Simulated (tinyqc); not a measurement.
Comparisons within one model: two-band k.p model of the X valleys of a zinc-blende crystal. A value that a table varies takes the place of the one given here.

k along the valley axis, counted from X, c = hbar^2/2m0, e = c k^2/ml. H = [[e - D/2, i P k], [-i P k, e + D/2]] with P^2 = D0 c/ml, so E = e -/+ sqrt(D^2/4 + D0 e). For D = 0 (diamond lattice) the bands cross at X.

With x = D/D0: for x < 1 the minima lie at k_m = sqrt(ml D0 (1 - x^2)/(4 c)), the hump at X has the height dE = (D0/4)(1 - x)^2 and the mass at the minimum is ml/(1 - x^2); the mass at X is ml/(1 - 1/x), negative for x < 1. For x > 1 the minimum is at X.

Thermal masses along the axis for one X point, lower band, E from the minimum, on 1601 points from -0.8 to 0.8 1/angstrom: density-of-states mass m_d = c I^2/(pi kT), I = integral of exp(-E/kT) dk; conductivity mass m_c = 2 c kT/<(dE/dk)^2> with central differences.

Constants: hbar^2/2m0 = 3.80998211 eV angstrom^2; kB = 8.617333262e-05 eV/K.

Inputs chosen for the exercise (of the order of those of GaP; not measured data):
- D0 = 0.487 eV (coupling energy)
- ml = 0.912 m0 (mass along the axis from remote bands)
- D = 0.349 eV (splitting of the two conduction levels at X)
- T = 20 K (temperature)

## From the diamond lattice to a polar crystal

D is varied at fixed D0 and ml.

Results:

| x | D (eV) | k_m (1/angstrom) | dE (meV) | mass at the minimum |
|---|---|---|---|---|
| 0.00 | 0.000 | 0.1707 | 121.75 | 0.912 |
| 0.30 | 0.146 | 0.1629 | 59.66 | 1.002 |
| 0.60 | 0.292 | 0.1366 | 19.48 | 1.425 |
| 0.80 | 0.390 | 0.1024 | 4.87 | 2.533 |
| 0.90 | 0.438 | 0.0744 | 1.22 | 4.800 |
| 1.10 | 0.536 | 0.0000 | 0.00 | 10.032 |
| 1.30 | 0.633 | 0.0000 | 0.00 | 3.952 |
| 2.00 | 0.974 | 0.0000 | 0.00 | 1.824 |
| 4.00 | 1.948 | 0.0000 | 0.00 | 1.216 |

What can be read from the table?

At D = 0 the minima lie 0.1707 1/angstrom from X under a cusp of D0/4 = 122 meV, the pattern of silicon. The hump shrinks as (1 - x)^2, faster than k_m, so at x = 0.9 it is only 1.22 meV although k_m is still 44 % of its first value. The mass diverges at x = 1 from both sides (4.80 at 0.9, 10.03 at 1.1), where the band is quartic.

## Temperature

Thermal masses against T.

Results:

| T (K) | kT (meV) | m_d | m_c |
|---|---|---|---|
| 10 | 0.86 | 7.696 | 1.948 |
| 20 | 1.72 | 7.978 | 2.050 |
| 50 | 4.31 | 8.802 | 2.433 |
| 100 | 8.62 | 8.737 | 2.744 |
| 200 | 17.23 | 7.484 | 2.757 |
| 300 | 25.85 | 6.488 | 2.623 |
| 500 | 43.09 | 5.266 | 2.380 |

What does this show, and why?

m_d goes from 7.696 to 5.266 and m_c goes from 1.948 to 2.380; m_d peaks in between, at 8.802 for 50 K among these rows; m_c peaks in between, at 2.757 for 200 K among these rows. The limits are 4 x 1.875 and 1.875 for kT far below dE = 9.78 meV, and ml = 0.912 for both at kT far above D0; near kT = dE the flat region between the minima can push both above the first limit. No single longitudinal mass describes such a valley, so values from cyclotron resonance, donor spectra and carrier densities differ.

## What each parameter does

Shape of the lower band and thermal masses. Each row changes one parameter from the base and keeps the others.

Results:

| case | k_m (1/angstrom) | dE (meV) | m_d (m0) | m_c (m0) |
|---|---|---|---|---|
| base | 0.1191 | 9.776 | 7.978 | 2.050 |
| D = 0.3595 eV | 0.1152 | 8.345 | 8.673 | 2.239 |
| D0 = 0.4724 eV | 0.1133 | 8.059 | 8.722 | 2.255 |
| ml = 0.8846 m0 | 0.1173 | 9.776 | 7.738 | 1.989 |
| T = 19.4 K | 0.1191 | 9.776 | 7.958 | 2.043 |

How do the results move?

The largest shifts from the base row, up to three for each result and ties (the steps differ in size, so this ranks the rows, not the parameters). k_m (1/angstrom): D0 -0.0058, D -0.0039, ml -0.0018; unchanged at the printed digits by T. dE (meV): D0 -1.718, D -1.431; unchanged at the printed digits by ml and T. m_d (m0): D0 +0.744, D +0.695, ml -0.240. m_c (m0): D0 +0.205, D +0.189, ml -0.062.

Computed by tinyqc, a small Python program: `OMP_NUM_THREADS=1 python tinyqc.py 1880203 1880204 out.jsonl` (the numbers bound the seed that draws the inputs); one thread of a shared host (Intel(R) Xeon(R) Processor @ 2.30GHz), about 0.01 s for the whole set of steps.
